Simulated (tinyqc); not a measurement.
# Small-signal admittance of a forward-biased p+-n diode: what changes with what

Holes injected into a neutral base of width wb with an ohmic contact at its end; low injection, p0 far above the equilibrium density. A small voltage v exp(i w t), w = 2 pi f, modulates the edge density by p0 v/Vt, and the small-signal density obeys Dp d2p/dx2 = (1/tau + i w) p.

Values chosen for this exercise; permittivity close to that of silicon:
```
symbol,value,unit,meaning
T,300,K,temperature
eps_r,11.7,,relative permittivity
Nd,1.3e17,cm^-3,donor density of the base
Dp,7.2,cm^2/s,hole diffusion coefficient
tau,2e-8,s,hole lifetime
wb,2.3,um,width of the neutral base
p0,3e14,cm^-3,excess hole density at the junction edge
Na,1e19,cm^-3,acceptor density of the p+ side
Rs,0.0012,ohm cm^2,series resistance
f,2.4e7,Hz,signal frequency
```

Constants: q = 1.602176634e-19 C, kB = 1.380649e-23 J/K, Vt = kB T/q, eps0 = 8.8541878128e-14 F/cm where lengths are in cm. Results are converted to the units shown.

Each table varies one quantity; the others keep the values above.

## Admittance against frequency

L = sqrt(Dp tau); direct current J = (q Dp p0/L) coth(wb/L); k = sqrt(1 + i w tau)/L; diffusion admittance Y = (q Dp p0/Vt) k coth(k wb) = G + i w C_diff; junction capacitance C_j = sqrt(q eps0 eps_r Nd/(2 Vr)) in the depletion approximation, with the remaining barrier Vr = Vt ln(Na/p0), a rough value under forward bias; base-width modulation is left out. Measured admittance 1/[Rs + 1/(Y + i w C_j)].

The same in every row: C_j (uF/cm^2) = 0.20018.

Admittance against frequency:
```
f (Hz)	w tau	G (S/cm^2)	C_diff (uF/cm^2)	measured G (S/cm^2)	measured C (uF/cm^2)	phase of the measured Y (degrees)
1e5	0.012566	65.161	0.13591	60.435	0.28911	0.17221
6e5	0.075398	65.162	0.13591	60.438	0.28911	1.0331
3e6	0.37699	65.183	0.13589	60.493	0.28907	5.1469
1e7	1.2566	65.409	0.13574	61.075	0.28865	16.539
4e7	5.0265	69.025	0.13332	70.328	0.28200	45.221
2e8	25.133	123.36	0.098568	204.32	0.19642	50.384
8e8	100.53	251.36	0.049485	559.56	0.063013	29.512
3e9	376.99	484.97	0.025660	787.24	0.0078971	10.707
1e10	1256.6	884.61	0.014068	826.86	8.0788e-4	3.5130
```

Read the table: what changes, and by how much?

G starts at J/Vt = 65.2 S/cm^2 and C_diff at (J tau/(2 Vt))(1 - 2 x/sinh 2x) = 0.136 uF/cm^2, x = wb/L = 0.606. Between the last two rows G goes as f^(0.50) and C_diff as f^(-0.50); the limits are 1/2 and -1/2, reached when the signal penetrates only sqrt(Dp/w). The measured C is 14 % below C_diff + C_j in the first row and 100 % below it in the last, the difference being due to Rs.

## Effect of the hole lifetime

Same model as above.

The same in every row: C_j (uF/cm^2) = 0.20018.

Effect of the hole lifetime:
```
tau (s)	w tau	G (S/cm^2)	C_diff (uF/cm^2)	measured G (S/cm^2)	measured C (uF/cm^2)	phase of the measured Y (degrees)
2e-10	0.030159	352.81	0.035269	248.39	0.11611	4.0320
9e-10	0.13572	167.71	0.072382	140.78	0.18856	11.419
4e-9	0.60319	91.098	0.11441	84.094	0.25497	24.570
2e-8	3.0159	66.578	0.13496	64.079	0.28648	33.987
9e-8	13.572	61.311	0.13995	59.653	0.29414	36.633
4e-7	60.319	60.120	0.14110	58.645	0.29592	37.268
2e-6	301.59	59.842	0.14138	58.409	0.29634	37.418
```

What does the comparison show?

As tau goes from 2e-10 to 2e-6, G falls from 353 to 59.8 S/cm^2, C_diff rises from 0.0353 to 0.141 uF/cm^2 and the measured C rises from 0.116 to 0.296 uF/cm^2. C_diff stays below C_j.

Computed by the program tinyqc: `OMP_NUM_THREADS=1 python tinyqc.py 2890155 2890156 out.jsonl`, one thread of a shared Intel Xeon 2.30GHz, about 0.01 s for the whole run.
